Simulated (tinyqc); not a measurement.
Deep level with several charge states, and Shockley-Read-Hall recombination, step by step. Values are carried at full precision from step to step, so a last printed digit may differ when a step is redone from the rounded ones.

Energies from Ev. The defect has charge states 0, -1, -2 with weights 1, gm exp((EF - E1)/kT), exp((2 EF - E1 - E2)/kT); the shares are the weights over their sum. Boltzmann carriers: n = Nc exp((EF - Eg)/kT), p = Nv exp(-EF/kT). Neutrality: p - n + Nd + Nt <q> = 0.

Constants: kB = 8.617333262e-05 eV/K.

Values chosen for the exercise (gap and densities of states near those of GaN at this temperature; the results hold for these values, not for the real material): Eg = 3.459 eV (gap); Nc = 1.71e+18 1/cm^3 (conduction-band density of states); Nv = 3.51e+19 1/cm^3 (valence-band density of states); T = 250 K; E1 = 1.707 eV (level (0/-1) above Ev); E2 = 2.638 eV (level (-1/-2) above Ev); gm = 2 (degeneracy of the middle state, the others 1); Nt = 1.4e+13 1/cm^3 (defects); Nd = -8.4e+13 1/cm^3 (ionised shallow donors minus acceptors); E_try = 2.92 eV (trial Fermi level); Et = 1.707 eV (recombination level above Ev); sn = 1.4e-14 cm^2 (electron capture cross-section); sp_ = 1.7e-15 cm^2 (hole capture cross-section); vth = 18000000 cm/s (thermal velocity, both carriers); Nm = 3.9e+15 1/cm^3 (equilibrium holes for the lifetime steps); dn = 3e+16 1/cm^3 (excess pairs).

## Charge states at a trial Fermi level

Form the exponents, the shares, the mean charge and the residual of neutrality at EF = E_try.

exponents of the second and third weights: 56.305  69.395

shares: 0 0.0000, -1 0.0000, -2 1.0000

<q> = -2.0000

n, p (1/cm^3): 2.33e+07  4.79e-40

residual = -1.12e+14 1/cm^3

The residual is negative, so EF must fall.

## The neutral state

Solve for EF.

EF = 0.2788 eV

shares at EF: 0 1.000, -1 0.000, -2 0.000

n = 1.33e-46 1/cm^3
p = 8.40e+13 1/cm^3

Without the defects the majority density would be 8.40e+13 1/cm^3; with them the density of these carriers is 8.40e+13, nearly the same. Most defects are in the state 0.

## Recombination through one level

One level at Et with degeneracy 1: tn = 1/(sn vth Nt), tp = 1/(sp_ vth Nt), n1 = Nc exp((Et - Eg)/kT), p1 = Nv exp(-Et/kT), ni^2 = n1 p1. Equilibrium p0 = Nm, n0 = ni^2/Nm; n = n0 + dn, p = p0 + dn. U = (n p - ni^2)/(tp (n + n1) + tn (p + p1)), lifetime dn/U; emission rates en = sn vth n1, ep = sp_ vth p1.

Evaluate each quantity.

tn, tp (microsecond): 0.2834  2.334

n1, p1 (1/cm^3): 8.21e-18  1.36e-15

U = 1.28e+22 1/(cm^3 s)
lifetime = 2.35 microsecond

The lifetime is 8.288 times the minority capture time tn and 0.897 times tn + tp, the limit of high injection.

## Emission and generation in a depleted region

With n = p = 0 the level generates pairs at G = Nt en ep/(en + ep); generation lifetime tg = ni/G; current density e G W for a width W = 1 micrometre, e = 1.602176634e-19 C.

en, ep (1/s): 2.07e-24  4.16e-23

G = 2.76e-11 1/(cm^3 s)
tg = 3.83 microsecond
current density = 4.42e-34 A/cm^2

The slower step, electron emission, limits the rate: en/ep = 0.0497.

## Checks

- U against hole capture minus emission at the steady occupation of the level (1/(cm^3 s)): both 1.277e+22.

(tinyqc, `OMP_NUM_THREADS=1 python tinyqc.py 1651172 1651173 out.jsonl`, Intel(R) Xeon(R) Processor @ 2.30GHz, 1 thread, shared host, about 0.01 s.)
